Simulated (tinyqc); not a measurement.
From splitting (highest minus lowest) back to shear deformation potential Xi_u: strain, valley repopulation and piezoresistance in a many-valley conduction band. Computed by tinyqc, a small Python program. Command: `OMP_NUM_THREADS=1 python tinyqc.py 3026876 3026877 out.jsonl valleys inv`. One thread of a shared host (Intel(R) Xeon(R) Processor @ 2.30GHz), about 0.04 s of CPU time with the checks.

Valleys are ellipsoids with mass m_l along the axis a and m_t across it, parabolic, with one constant relaxation time; strain shifts the valleys and leaves the masses alone. Currents are taken along [111], along the load, and along [1-10], across the load.

Inputs (values chosen for the exercise, modelled on germanium):

| quantity | value | unit |
|---|---|---|
| dilation deformation potential Xi_d | -4.4 | eV |
| C11 | 127 | GPa |
| C12 | 47.8 | GPa |
| C44 | 66.8 | GPa |
| stress X (tension positive) | 990 | MPa |

Valley axes: <111> (4 valleys). Load: uniaxial [111].

Method. Compliances S11 = (C11 + C12)/((C11 - C12)(C11 + 2 C12)), S12 = -C12/((C11 - C12)(C11 + 2 C12)), S44 = 1/C44; stress sigma_ij = X n_i n_j for the unit vector n of the load; e_xx = S11 sigma_xx + S12 (sigma_yy + sigma_zz), e_xy = S44 sigma_xy/2 (tensor strain). Herring-Vogt shift of a valley with unit axis a: dE = Xi_d tr(e) + Xi_u a.e.a.

Task: A run gave the result below. Find the shear deformation potential Xi_u, known to lie between 14 and 20 eV.

splitting (highest minus lowest) = 105.1257 meV

Result:

Each step takes the trial c = (a f_b - b f_a)/(f_b - f_a), f being the result less the target and a, b, c the logarithms of the listed values; c replaces end b, the old b replaces a if the sign of f changed, and otherwise f_a is halved.

Scan of the range:

| shear deformation potential Xi_u (eV) | splitting (highest minus lowest) (meV) |
|---|---|
| 14.0 | 92.216 |
| 14.9 | 98.144 |
| 15.8 | 104.072 |
| 16.7 | 110.000 |
| 17.8 | 117.246 |
| 18.8 | 123.832 |
| 20.0 | 131.737 |

False position (Illinois rule, in the logarithm of the input) inside the bracket:

| step | end a | end b | trial | splitting (highest minus lowest) (meV) |
|---|---|---|---|---|
| 1 | 15.8000 | 16.7000 | 15.9564 | 105.102 |
| 2 | 16.7000 | 15.9564 | 15.9599 | 105.125 |
| 3 | 16.7000 | 15.9599 | 15.9601 | 105.126 |
| 4 | 15.9599 | 15.9601 | 15.9600 | 105.126 |

Splitting (highest minus lowest) rises at every point of a 13-point scan of the range (every second point is shown), so one value fits; it is bracketed by 15.8 and 16.7. The scan shows a pure power law with exponent 1.0000, so scaling from any one row also gives the answer directly. Answer: shear deformation potential Xi_u = 15.96 eV.
